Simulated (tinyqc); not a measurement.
Blur against noise: chemically amplified photoresist: aerial image, acid generation, bake, development and line width. Computed by tinyqc, a small Python program. Command: `OMP_NUM_THREADS=1 python tinyqc.py 3028986 3028987 out.jsonl resist walk`. One thread of a shared host (Intel(R) Xeon(R) Processor @ 2.30GHz), about 0.02 s of CPU time with the checks.

Lines and spaces of pitch p with a two-beam-like image; x = 0 is the middle of the bright space. The resist is positive and treated as uniform in depth.

Inputs (values chosen for the exercise, for a model resist at 13.5 nm):

| quantity | value | unit |
|---|---|---|
| pitch p | 28 | nm |
| image contrast c | 0.62 | - |
| mean dose E | 5.37 | mJ/cm^2 |
| Dill parameter C | 0.037 | cm^2/mJ |
| bake time t | 45 | s |
| photon energy | 91.84 | eV |
| absorption coefficient alpha | 3.9 | 1/um |

Method:
- Dose E(x) = E [1 + c cos(2 pi x/p)]; acid h = 1 - exp(-C E(x)).
- Bake: the acid image is blurred by a Gaussian of variance sigma^2 = 2 D t (each Fourier term k of h, taken on 64 points, is multiplied by exp(-4 pi^2 k^2 D t/p^2)).
- For each sigma the edge is held at x = p/4; N is taken at the mean dose; edge noise = (dh/d ln E)/(sqrt(N V) |dh/dx|), both derivatives taken of the blurred acid, V = (2 sqrt(pi) sigma)^3, N = E alpha/(photon energy), 1 mJ/cm^2 = 62.41509 eV/nm^2.

Trade-off:

| sigma/p | sigma (nm) | blur factor | photons in V | edge noise (nm) |
|---|---|---|---|---|
| 0.02 | 0.56 | 0.99214 | 1.1135e-01 | 21.685 |
| 0.04 | 1.12 | 0.96891 | 8.9077e-01 | 7.825 |
| 0.07 | 1.96 | 0.90781 | 4.7740e+00 | 3.580 |
| 0.10 | 2.80 | 0.82087 | 1.3918e+01 | 2.299 |
| 0.14 | 3.92 | 0.67917 | 3.8192e+01 | 1.663 |
| 0.18 | 5.04 | 0.52753 | 8.1171e+01 | 1.461 |
| 0.22 | 6.16 | 0.38467 | 1.4820e+02 | 1.480 |
| 0.27 | 7.56 | 0.23717 | 2.7395e+02 | 1.765 |
| 0.33 | 9.24 | 0.11653 | 5.0018e+02 | 2.658 |

The noise is least near sigma/p = 0.18 among these rows. More diffusion averages over more photons (noise falls as sigma^(-3/2)) until it erases the image slope (factor exp(-2 pi^2 sigma^2/p^2)); for a pure cosine the two balance at sigma/p = sqrt(3/8)/pi = 0.195. Caution: for a film thinner than the blur the noise falls as 1/sigma only, and the optimum moves to sigma/p = 1/(2 pi) = 0.159. Caution: rows with under about ten photons in V are beyond a Gaussian noise estimate.

Extremes, crossings and ranges named in words are read from the listed rows.
